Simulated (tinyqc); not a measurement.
# From one set of inputs to another, one input at a time

Model: cluster expansion of a binary alloy: correlations, fit, cross-validation and ground states. Computed by tinyqc, a small Python program. Command: `OMP_NUM_THREADS=1 python tinyqc.py 3024028 3024029 out.jsonl clex ladder`. One thread of a shared host (Intel(R) Xeon(R) Processor @ 2.30GHz), about 0.3 s of CPU time with the checks.

s = +1 for A and -1 for B. Energy per site E = J0 + J1 P(point) + sum over clusters of m V P, with P the mean product of spins; V > 0 on a pair favours unlike neighbours. Clusters per site m: pair 1 6, pair 2 3, pair 3 12, triplet 8; the triplet is the triangle of first neighbours. Formation energies are counted from the line between pure A and pure B, which removes J0 and J1.

The inputs printed are set A. Inputs not listed in the table keep their values of set A, so the rows need not describe a real material.

Inputs (values chosen for the exercise, for a model alloy):

| quantity | value | unit |
|---|---|---|
| first-pair interaction V1 | 4.76 | meV |
| second-pair interaction V2 | 0.19 | meV |
| third-pair interaction V3 | -0.042 | meV |
| triplet interaction Vt | 0.79 | meV |
| noise amplitude | 1.9 | meV/site |
| temperature T | 490 | K |
| fraction x of B | 0.82 | - |

Lattice: fcc.

correlations P, counted on periodic cells:
```
                       point     pair 1     pair 2     pair 3    triplet
A                   1.000000   1.000000   1.000000   1.000000   1.000000
A3B L1_2            0.500000   0.000000   1.000000   0.000000  -0.500000
A3B D0_22           0.500000   0.000000   0.666667   0.333333  -0.500000
A3B (001) layers    0.500000   0.333333   0.666667   0.000000   0.500000
A2B (001) layers    0.333333   0.111111   0.555556  -0.333333   0.333333
AB L1_0             0.000000  -0.333333   1.000000  -0.333333   0.000000
AB L1_1             0.000000   0.000000  -1.000000   0.000000   0.000000
A2B2 (001) layers   0.000000   0.333333   0.333333  -0.333333   0.000000
AB2 (001) layers   -0.333333   0.111111   0.555556  -0.333333  -0.333333
AB3 L1_2           -0.500000   0.000000   1.000000   0.000000   0.500000
AB3 D0_22          -0.500000   0.000000   0.666667   0.333333   0.500000
AB3 (001) layers   -0.500000   0.333333   0.666667   0.000000  -0.500000
B                  -1.000000   1.000000   1.000000   1.000000  -1.000000
```

standard normal numbers for the noise (0 for the pure ends): A 0.000, A3B L1_2 -1.410, A3B D0_22 0.298, A3B (001) layers 0.222, A2B (001) layers -0.391, AB L1_0 1.157, AB L1_1 0.660, A2B2 (001) layers 0.512, AB2 (001) layers -0.524, AB3 L1_2 1.506, AB3 D0_22 -1.532, AB3 (001) layers -0.068, B 0.000

Constants: k_B = 8.617333262e-05 eV/K.

Method:
- Design matrix of formation energies: m (P - 1) for pairs and m (P(triplet) - P(point)) for the triplet; x = (1 - P(point))/2.
- Exact: X V with V = (V1, V2, V3, Vt). The data to fit add the noise amplitude times the normal numbers, standing for what the clusters leave out.
- For each set, H = X (X^T X)^-1 X^T over the structures between the ends; residual e = E - H E; leave-one-out error e_i/(1 - H_ii); both as root mean squares.
- Random alloy: P(pair) = p^2, P(triplet) = p^3, p = 1 - 2x, so H_mix = (p^2 - 1) sum m V(pairs) + (p^3 - p) m Vt; G_mix = H_mix + k_B T [x ln x + (1 - x) ln(1 - x)]. To first order in 1/T the Warren-Cowley parameter of shell 1 is alpha_1 = -(1 - p^2) V_eff/(k_B T), V_eff = V1 + (number of triplets on a first-neighbour bond) p Vt, that number being 4.

Each row keeps all changes above it:

| input moved | from | to | mixing enthalpy H_mix (meV/site) | mixing free energy G_mix (meV/site) | leave-one-out error without pair 3 (meV/site) |
|---|---|---|---|---|---|
| set A | - | - | -14.513 | -34.42 | 2.770 |
| first-pair interaction V1 (meV) | 4.76 | 10.9 | -36.263 | -56.17 | 2.770 |
| second-pair interaction V2 (meV) | 0.19 | 4.3 | -43.543 | -63.45 | 2.770 |
| triplet interaction Vt (meV) | 0.79 | -2.7 | -54.092 | -74.00 | 2.770 |
| third-pair interaction V3 (meV) | -0.042 | 1.2 | -62.892 | -82.80 | 9.948 |
| noise amplitude (meV/site) | 1.9 | 3.1 | -62.892 | -82.80 | 10.866 |
| fraction x of B | 0.82 | 0.38 | -82.475 | -110.52 | 10.866 |
| temperature T (K) | 490 | 750 | -82.475 | -125.39 | 10.866 |

Which inputs carry the difference?

Mixing enthalpy H_mix goes from -14.5 to -82.5, -68 in all. The largest single move comes from first-pair interaction V1 (-21.8). Mixing free energy G_mix goes from -34.4 to -125, -91 in all. The largest single move comes from fraction x of B (-27.7). Leave-one-out error without pair 3 goes from 2.77 to 10.9, a factor 3.92 in all. The largest single move comes from third-pair interaction V3 (a factor 3.59). The single moves hold for this order of the switches; the total does not depend on the order.

Extremes, crossings and ranges named in words are read from the listed rows.
